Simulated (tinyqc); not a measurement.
# MESFET, gradual channel with velocity saturation: effect of the gate voltage on saturation

A uniformly doped n-type channel, depleted from the top by a Schottky gate; at channel potential V the depleted share of a is u = sqrt((Vbi - Vg + V)/Vp), s at the source. Electrons drift with v = mu E/(1 + mu E/vsat). Abrupt depletion edge, no series resistance, source at 0.

Vbi = phiB - Vt ln(Nc/Nd); Vp = q Nd a^2/(2 eps0 eps_r); G0 = q mu Nd a W/L; Z = mu Vp/(vsat L); s = sqrt((Vbi - Vg)/Vp). I = (G0 Vp/3) F/(1 + Z (u^2 - s^2)), F = 3 (u^2 - s^2) - 2 (u^3 - s^3), with u at V = Vd; Z = 0 gives constant mobility, for which u stops at 1. The current peaks at u = um, the root of (1 - u)(1 + Z (u^2 - s^2)) = Z F/3; beyond Vdsat = Vp (um^2 - s^2) it is held at that value. gm = G0 (um - s)/(1 + Z (um^2 - s^2)).

Values chosen for this exercise; material values those of a made-up semiconductor:
```
symbol    value        unit                                     meaning
T           300           K                                 temperature
eps_r      11.4              relative permittivity of the semiconductor
Nc      2.55e18       cm^-3      conduction-band density of states at T
Nd       5.6e16       cm^-3                donor density of the channel
a           320          nm                           channel thickness
mu          600  cm^2/(V s)           low-field mobility at this doping
vsat      4.4e7        cm/s                         saturation velocity
L             5          um                                 gate length
W           300          um                                  gate width
phiB       1.22           V                            Schottky barrier
```

Constants: q = 1.602176634e-19 C, kB = 1.380649e-23 J/K, Vt = kB T/q, eps0 = 8.8541878128e-14 F/cm where lengths are in cm. Results are converted to the units shown.

The same in every row: Z = 0.1241.

Result of one run:
```
Vg (V)	um	Vdsat (V)	Isat (mA)	Isat for Z = 0 (mA)	gm (mS)
-2.5	0.9987	0.9179	0.4965	0.5090	1.076
```

What becomes of these results when the gate voltage Vg is changed from -2.5 to -2 V, all else the same?

Result of the changed run:
```
Vg (V)	um	Vdsat (V)	Isat (mA)	Isat for Z = 0 (mA)	gm (mS)
-2	0.9969	1.401	1.184	1.230	1.680
```

The whole series:
```
Vg (V)	um	Vdsat (V)	Isat (mA)	Isat for Z = 0 (mA)	gm (mS)
-3	0.9997	0.4273	0.1054	0.1066	0.4916
-2.5	0.9987	0.9179	0.4965	0.5090	1.076
-2	0.9969	1.401	1.184	1.230	1.680
-1.5	0.9942	1.878	2.181	2.294	2.314
-1	0.9908	2.346	3.505	3.734	2.992
-0.5	0.9863	2.806	5.185	5.590	3.739
0	0.9808	3.257	7.263	7.925	4.599
```

As Vg goes from -3 to 0 V, Vdsat rises from 0.427 to 3.26 V, Isat rises from 0.105 to 7.26 mA and gm rises from 0.492 to 4.60 mS. Isat is 0.988 of the constant-mobility value in the first row and 0.916 in the last. At Vg = -3 V the open channel at the source, (1 - s) a, is under two Debye lengths, so the abrupt edge is rough.

tinyqc, about 0.04 s, one thread, Intel Xeon 2.30GHz (shared host): `OMP_NUM_THREADS=1 python tinyqc.py 2500024 2500025 out.jsonl`
